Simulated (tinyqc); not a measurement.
Admittance spectroscopy of a deep trap: two steps of the calculation.

Schottky contact on an n-type layer with shallow donors Nd (all ionised) and a donor-like deep trap, neutral when filled and positive when empty; depletion approximation. Traps within lam of the depletion edge stay filled. The traps at xt = W - lam, where the level crosses the Fermi level, follow a slow signal and not a fast one. w = 2 pi f.

Values chosen for this exercise; material values close to those of germanium: relative permittivity eps_r = 15.8; conduction-band density of states at 300 K Nc = 1.04e19 cm^-3; thermal velocity at 300 K vth = 3.3e7 cm/s; shallow donor density Nd = 3.3e15 cm^-3; built-in voltage Vbi = 0.31 V; depth of the trap below the conduction edge Et = 0.25 eV; capture cross-section sn = 8.5e-17 cm^2; trap density Nt = 2.9e15 cm^-3; reverse bias Vr = 0 V; signal frequency f = 2.6e5 Hz; temperature T = 276 K.

Constants: q = 1.602176634e-19 C, kB = 1.380649e-23 J/K, eps0 = 8.8541878128e-14 F/cm where lengths are in cm. Results are converted to the units shown.

Problem 1. Widths and limiting capacitances. lam = sqrt(2 eps0 eps_r (EF - ET)/(q Nd)), EF - ET = Et - (kB T/q) ln(Nc(T)/Nd), Nc(T) = Nc (T/300 K)^1.5. In the steady state at the band bending V, 2 eps0 eps_r V/q = Nd W^2 + Nt (W - lam)^2 (the second term only if W > lam). V = Vbi + Vr. C_HF = eps0 eps_r/W, C_LF = eps0 eps_r (Nd + Nt)/(Nd W + Nt xt).

Give: lam; W; xt; C_HF; C_LF.

Solution 1.

lam = 180.2 nm
W = 365.8 nm
xt = 185.5 nm
C_HF = 38.25 nF/cm^2
C_LF = 49.70 nF/cm^2

The step is 29.9 % of C_HF.

Problem 2. Admittance at the signal frequency. Emission rate en = sn vth(T) Nc(T) exp(-Et/kB T) = sn g T^2 exp(-Et/kB T), g = vth Nc/(300 K)^2, as vth goes as T^0.5 and Nc as T^1.5 (degeneracy factor 1). Inflection frequency w0 = 2 en [1 + Nt xt/(Nd W)]; C = C_HF + (C_LF - C_HF)/(1 + (w/w0)^2), G/w = (C_LF - C_HF)(w/w0)/(1 + (w/w0)^2).

W = 365.77762 nm
xt = 185.54989 nm
C_HF = 38.246235 nF/cm^2
C_LF = 49.700648 nF/cm^2

Wanted: en; w0/(2 pi); C; G/w.

Solution 2.

en = 6.722e5 1/s
w0/(2 pi) = 3.094e5 Hz
C = 44.96 nF/cm^2
G/w = 5.642 nF/cm^2

The signal lies near the inflection, where the loss is largest.

Numbers from tinyqc (`OMP_NUM_THREADS=1 python tinyqc.py 2050086 2050087 out.jsonl`; about 0.01 s on one thread of a shared Intel Xeon 2.30GHz).
